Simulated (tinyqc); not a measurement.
Worked calculation: density of states of one tight-binding band of a chain. Values are carried at full precision from step to step, so a last printed digit may differ when a step is redone from the rounded ones.

E(k) = -2 t cos(2 pi k) - 2 t2 cos(4 pi k); k in fractions of the reciprocal vectors, mesh k_i = j/N with j = 0 .. N-1. Densities are per cell and per spin, so the band holds one state.

Inputs chosen for the exercise: t = 1.49 eV (nearest hopping); t2 = 0 eV (second hopping); N = 16 (mesh points along each axis); bins = 6 (bins of the histogram); E_lo = -3.013 eV (lower end of the histogram); E_hi = 3.017 eV (upper end); E = -0.26 eV (energy at which the density is wanted); sigma = 0.447 eV (Gaussian width).

## Energies on the mesh

Evaluate the band at all 16 points and collect equal values.

Distinct energies:
```
E_k (eV)  points
-2.9800        1
-2.7532        2
-2.1072        2
-1.1404        2
0.0000         2
1.1404         2
2.1072         2
2.7532         2
2.9800         1
```

The 16 points give 9 distinct energies between -2.9800 and 2.9800 eV; a dense mesh gives a band from -2.980 to 2.980 eV.

## Histogram

Count the points in equal bins from E_lo to E_hi; g = count/(all points x bin width).

Histogram:
```
from (eV)  to (eV)  points  g (1/eV)
-3.0130    -2.0080       5    0.3109
-2.0080    -1.0030       2    0.1244
-1.0030     0.0020       2    0.1244
0.0020      1.0070       0    0.0000
1.0070      2.0120       2    0.1244
2.0120      3.0170       5    0.3109
```

Empty bins: 1 of 6; the fullest holds 5 points. Empty bins inside the band come from the coarse mesh, not from gaps.

## Gaussian broadening at one energy

Gaussian broadening: g(E) = mean over the mesh of exp(-(E - E_k)^2/(2 sigma^2))/(sigma sqrt(2 pi)), n(E) = mean of erfc((E_k - E)/(sigma sqrt 2))/2.

Sum over the distinct energies with their counts.

n(E) = 0.4696
g(E) = 0.1111 1/eV

## Sum over all linear segments

Each interval of the mesh is a segment with E linear in k: n = (E - e1)/(e2 - e1), g = 1/(e2 - e1) between its end values.

Average n and g over all pieces of the mesh. The reference uses the same method with N = 4000.

n(E) = 0.4715
g(E) = 0.1096 1/eV
reference n(E) = 0.472
reference g(E) = 0.107 1/eV

On this mesh the linear method errs by +0.002 1/eV in g and -0.001 in n; the Gaussian sum erred by +0.004 and -0.003.

## Checks

- States below the top of the band by the linear method against one: both 1.000000.
- Reference g(E) against 1/(pi sqrt(4 t^2 - E^2)): both 0.107.

Program tinyqc; command `OMP_NUM_THREADS=1 python tinyqc.py 1650942 1650943 out.jsonl`; about 0.01 s on one thread of a shared Intel(R) Xeon(R) Processor @ 2.30GHz.
